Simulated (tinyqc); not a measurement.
Worked calculation: bound state in one dimension: Numerov shooting, finite differences, DVR. Computed by tinyqc, a small Python program that keeps every step. Settings: points = 64. Command: `OMP_NUM_THREADS=1 python tinyqc.py 28724 28725 out.jsonl` (the two numbers bound the seeds that draw the settings). One thread of a shared host (Intel(R) Xeon(R) Processor @ 2.60GHz), about 0.01 s of CPU time with the checks.

## Numerov steps at E = -6.89

One particle of mass 1 in V = -7.03 exp(-x^2/2.3^2) (atomic units), psi = 0 at both ends:

| parameter | value |
|---|---|
| left end | -7 |
| right end | 7 |
| intervals | 64 |
| h | 0.218750 |
| state sought (nodes) | 2 |

k_i = 2 m (E - V_i); (1 + h^2 k_(i+1)/12) y_(i+1) = 2 (1 - 5 h^2 k_i/12) y_i - (1 + h^2 k_(i-1)/12) y_(i-1), from y_0 = 0, y_1 = 0.001.

Points along the way:

| i | x | V | k | y |
|---|---|---|---|---|
| 0 | -7.00000 | -0.00067 | -13.77867 | 0.00000 |
| 1 | -6.78125 | -0.00118 | -13.77764 | 0.00100 |
| 2 | -6.56250 | -0.00205 | -13.77590 | 0.00270 |
| 3 | -6.34375 | -0.00349 | -13.77302 | 0.00628 |
| 4 | -6.12500 | -0.00585 | -13.76830 | 0.01423 |
| 5 | -5.90625 | -0.00962 | -13.76076 | 0.03211 |
| 21 | -2.40625 | -2.35293 | -9.07414 | 8832.72786 |
| 22 | -2.18750 | -2.84516 | -8.08967 | 17182.59131 |
| 23 | -1.96875 | -3.37869 | -7.02262 | 32299.43027 |
| 24 | -1.75000 | -3.94033 | -5.89934 | 58389.13332 |
| 25 | -1.53125 | -4.51294 | -4.75412 | 101034.40328 |
| 26 | -1.31250 | -5.07610 | -3.62780 | 166617.34470 |

## Bisection on the node count

With more sign changes than the state has nodes (the last point included) the energy is too high, else too low; the bracket starts as -6.89 to -0.05.

Trials:

| trial | E | sign changes | y at the right end | next |
|---|---|---|---|---|
| 1 | -3.4700000 | 2 | 1.96e+06 | raise |
| 2 | -1.7600000 | 4 | 3.74e+03 | lower |
| 3 | -2.6150000 | 3 | -2.87e+05 | lower |
| 4 | -3.0425000 | 3 | -2.58e+06 | lower |
| 5 | -3.2562500 | 3 | -3.90e+06 | lower |
| 6 | -3.3631250 | 3 | -2.80e+06 | lower |
| 7 | -3.4165625 | 3 | -1.06e+06 | lower |
| 8 | -3.4432813 | 2 | 2.56e+05 | raise |
| 9 | -3.4299219 | 3 | -4.48e+05 | lower |
| 10 | -3.4366016 | 3 | -1.07e+05 | lower |
| 11 | -3.4399414 | 2 | 7.18e+04 | raise |
| 12 | -3.4382715 | 3 | -1.83e+04 | lower |
| 13 | -3.4391064 | 2 | 2.66e+04 | raise |
| 14 | -3.4386890 | 2 | 4.08e+03 | raise |
| ... | ... | ... | ... | ... |
| 28 | -3.4386131 | 2 | 1.25e+00 | raise |
| 29 | -3.4386131 | 2 | 5.64e-01 | raise |
| 30 | -3.4386131 | 2 | 2.22e-01 | raise |

eigenvalue = -3.4386131 hartree

## The same grid by other methods

Three-point finite differences and the sine-DVR kinetic matrix of Colbert and Miller on the same points.

Lowest levels (hartree):

| state | finite differences | DVR |
|---|---|---|
| 0 | -6.25389 | -6.25045 |
| 1 | -4.78147 | -4.76643 |
| 2 | -3.47099 | -3.43808 |
| 3 | -2.32920 | -2.27846 |
| 4 | -1.36861 | -1.30636 |
